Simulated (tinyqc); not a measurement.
Resistance of a tapered via with liner, size effect and interface: one step of the calculation.

A round via whose diameter grows from db at the bottom as D(z) = db + 2 z/tan(ang). The fill, of diameter D - 2 tl, starts above the bottom liner (thickness fb tl) and has rho = rho0 (1 + ks lam/(D - 2 tl)); the sidewall liner conducts in parallel with it. The bottom liner and the interface are crossed over the full area pi db^2/4. Spreading in the lines above and below is left out.

Problem. Slices of the via. Slices between z0 = fb tl and hv, evaluated at their midpoints: conductance per length pi/4 [(D - 2 tl)^2/rho + (D^2 - (D - 2 tl)^2)/rl], slice resistance = slice height over that. 6 slices.

Inputs (values chosen for the exercise); fill metal close to copper: diameter at the bottom db = 18 nm; height hv = 54 nm; sidewall angle ang = 89 degrees; bulk resistivity of the fill rho0 = 1.66 uohm cm; mean free path of the fill lam = 40.8 nm; size-effect factor ks = 1; liner on the sidewall tl = 2.1 nm; liner at the bottom over that on the sidewall fb = 0.7; resistivity of the liner rl = 310 uohm cm.

Wanted: z; D; rho; slice resistance.

Solution.

| slice | z (nm) | D (nm) | rho (uohm cm) | slice resistance (ohm) |
|---|---|---|---|---|
| 0 | 5.8475 | 18.204 | 6.4963 | 3.6399 |
| 1 | 14.602 | 18.510 | 6.3930 | 3.4326 |
| 2 | 23.358 | 18.815 | 6.2940 | 3.2413 |
| 3 | 32.112 | 19.121 | 6.1991 | 3.0645 |
| 4 | 40.867 | 19.427 | 6.1080 | 2.9008 |
| 5 | 49.623 | 19.732 | 6.0205 | 2.7490 |

Computed by the program tinyqc: `OMP_NUM_THREADS=1 python tinyqc.py 2750025 2750026 out.jsonl`, one thread of a shared Intel Xeon 2.30GHz, about 0.01 s for the whole run.
